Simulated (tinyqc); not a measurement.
Inside a calculation. Method: tight binding, dimerised chain. Computed by tinyqc, a small Python program that keeps every step. Settings: t1 = 1.29, t2 = 1.59, delta = 0, points = 6, cells = 3. Command: `OMP_NUM_THREADS=1 python tinyqc.py 23364 23365 out.jsonl` (the two numbers bound the seeds that draw the settings). One thread of a shared host (Intel(R) Xeon(R) Processor @ 2.60GHz), about 0.01 s of CPU time with the checks.

## Bloch Hamiltonian at k

Parameters chosen for this model:
```
parameter     value                      unit
t1         1.290000       eV, inside the cell
t2         1.590000         eV, between cells
delta             0  eV, +/- on the two sites
```

k point k (2 pi / a): [0.2400]

H_AA = +delta, H_BB = -delta, H_AB = -t1 - t2 exp(-i k a).

H(k) at k (eV), order A, B:
$$\begin{pmatrix}
0.0000 & -1.3898+1.5869i \\
-1.3898-1.5869i & 0.0000
\end{pmatrix}$$

## Levels at k

Diagonalise the Hermitian matrix.

eigenvalues (eV): [-2.1094, 2.1094]

weights |c|^2 of the basis functions, order A, B:
$$\begin{pmatrix}
0.5000 & 0.5000 \\
0.5000 & 0.5000
\end{pmatrix}$$

## Bloch Hamiltonian at X

k point X (2 pi / a): [0.5000]

As before.

H(k) at X (eV), order A, B:
$$\begin{pmatrix}
0.0000 & 0.3000 \\
0.3000 & 0.0000
\end{pmatrix}$$

## Levels at X

As before.

eigenvalues (eV): [-0.3000, 0.3000]

weights |c|^2 of the basis functions, order A, B:
$$\begin{pmatrix}
0.5000 & 0.5000 \\
0.5000 & 0.5000
\end{pmatrix}$$

## Bands along a path

The same steps at evenly spaced points between the labelled ones.

Bands along the path (eV):
```
k          band 1  band 2
G         -2.8800  2.8800
G-X 0.25  -2.6632  2.6632
G-X 0.50  -2.0475  2.0475
G-X 0.75  -1.1364  1.1364
X         -0.3000  0.3000
```

With 1 band(s) filled, the highest filled level on these points lies at X and the lowest empty one at X: a gap of 0.6000 eV, direct.

## Berry (Zak) phase of the lower band

On 6 points k_j = j/N: phase = -Im ln of the product of <u_j|u_(j+1)>, closed with u_N = u_0 (the cell-periodic part is taken without the site positions). Single arguments depend on the phases chosen for the u_j; only their sum modulo 2 pi does not.

Overlaps:
```
j  |<u_j|u_j+1>|  argument (rad)
0         0.9577         -0.2918
1         0.9489         -0.3210
2         0.5752          2.1836
3         0.5752          2.1836
4         0.9489         -0.3210
5         0.9577         -0.2918
```

phase / pi, folded into (-1, 1] = 1.0000

## Open chain of 3 cells

H of the open chain (eV):
$$\begin{pmatrix}
0.0000 & -1.2900 & 0.0000 & 0.0000 & 0.0000 & 0.0000 \\
-1.2900 & 0.0000 & -1.5900 & 0.0000 & 0.0000 & 0.0000 \\
0.0000 & -1.5900 & 0.0000 & -1.2900 & 0.0000 & 0.0000 \\
0.0000 & 0.0000 & -1.2900 & 0.0000 & -1.5900 & 0.0000 \\
0.0000 & 0.0000 & 0.0000 & -1.5900 & 0.0000 & -1.2900 \\
0.0000 & 0.0000 & 0.0000 & 0.0000 & -1.2900 & 0.0000
\end{pmatrix}$$

The same hoppings without the wrap-around bond.

levels (eV): [-2.5890, -1.7680, -0.4690, 0.4690, 1.7680, 2.5890]

weights of the highest filled level on the sites: [0.3071, 0.0406, 0.1523, 0.1523, 0.0406, 0.3071]

The bulk gap runs from -0.3000 to 0.3000 eV; no level of this chain lies inside it.
